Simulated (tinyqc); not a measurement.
From results back to parameters: two-band massive Dirac model of the K valleys. Two cases, with inputs chosen for the exercise.

Problem. In the valley model H = [[D/2, a t (kx - i ky)], [a t (kx + i ky), -D/2 + lam sz]], sz = +/-1, a t is hbar v. The gaps of the two spins, A and B, are G = D - lam and D + lam, the band-edge mass of A is c (D - lam)/(a t)^2, c = hbar^2/2m0, and its Berry curvature at the edge is 2 (a t)^2/G^2 in size. The values below come from hidden D, lam and t.

Constants: hbar^2/2m0 = 3.80998211 eV angstrom^2.

Find: D, lam, t; |Omega| at the A edge.

Method. The mean of the gaps is D and half their difference lam; a t = sqrt(c G_A/m). The curvature 2 (a t)^2/G^2 equals 2c/(m G).

Case 1.

Values chosen (out of a larger set: near those used for monolayer MoSe2; not measured data): a = 3.318 angstrom (lattice constant).

gaps (eV): A 1.3250, B 1.5150

mass of A = 0.566110 m0

Solution.

D, lam, t (eV): 1.420  0.095  0.900

|Omega| at the A edge = 10.159 angstrom^2

Case 2.

Values chosen (out of a larger set: near those used for monolayer WS2; not measured data): a = 3.193 angstrom (lattice constant).

gaps (eV): A 1.4130, B 1.8870

mass of A = 0.298514 m0

Solution.

D, lam, t (eV): 1.650  0.237  1.330

|Omega| at the A edge = 18.065 angstrom^2

Computed by tinyqc, one run a case: `OMP_NUM_THREADS=1 python tinyqc.py N N+1 out.jsonl` with N = 1482161, 1482263; one thread of a shared Intel(R) Xeon(R) Processor @ 2.30GHz, about 0.01 s a run at most.
